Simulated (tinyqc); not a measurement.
What each oscillator parameter does: Lorentz oscillators and the Kramers-Kronig relations.

eps(E) = 1 + sum_j S_j/(E0_j^2 - E^2 - i G_j E).

n + i k = sqrt(eps1 + i eps2) with k >= 0; R = ((n - 1)^2 + k^2)/((n + 1)^2 + k^2) at normal incidence from vacuum; alpha = 2 E k/(hbar c), times 1e8 for 1/cm; loss function Im(-1/eps) = eps2/(eps1^2 + eps2^2).

Values chosen for the exercise (line positions loosely like those of GaAs; Lorentz tails absorb below the gap, where the real solid is clear; shifted at random, so the results belong to these values and not to a real crystal): E0 = (2.96, 4.9, 6.25) eV (resonances); G = (0.47, 0.62, 1.45) eV (widths); S = (23.9, 89.5, 45.8) eV^2 (strengths); E = 3.26 eV (photon energy).

At the energy E.

One parameter was then changed.

Results before and after:

| case | eps1 | eps2 | n | k | R |
|---|---|---|---|---|---|
| base | 1.456 | 7.530 | 2.136 | 1.763 | 0.340 |
| changed | 1.279 | 7.983 | 2.164 | 1.845 | 0.355 |

Which of these changes was made? (a) E0 = (2.96, 5.145, 6.25) eV; (b) E = 3.423 eV; (c) S = (23.9, 107.4, 45.8) eV^2; (d) G = (0.47, 0.93, 1.45) eV.

Answer: (d) G = (0.47, 0.93, 1.45) eV. Of the candidates, run in turn, only this one gives the changed row.

All candidates:

| case | eps1 | eps2 | n | k | R |
|---|---|---|---|---|---|
| base | 1.456 | 7.530 | 2.136 | 1.763 | 0.340 |
| E0 = (2.96, 5.145, 6.25) eV | 0.476 | 7.251 | 1.968 | 1.843 | 0.355 |
| G = (0.47, 0.93, 1.45) eV | 1.279 | 7.983 | 2.164 | 1.845 | 0.355 |
| S = (23.9, 107.4, 45.8) eV^2 | 2.764 | 7.727 | 2.342 | 1.650 | 0.326 |
| E = 3.423 eV | 3.453 | 4.911 | 2.174 | 1.129 | 0.234 |

(tinyqc, `OMP_NUM_THREADS=1 python tinyqc.py 1650104 1650105 out.jsonl`, Intel(R) Xeon(R) Processor @ 2.30GHz, 1 thread, shared host, about 0.2 s.)
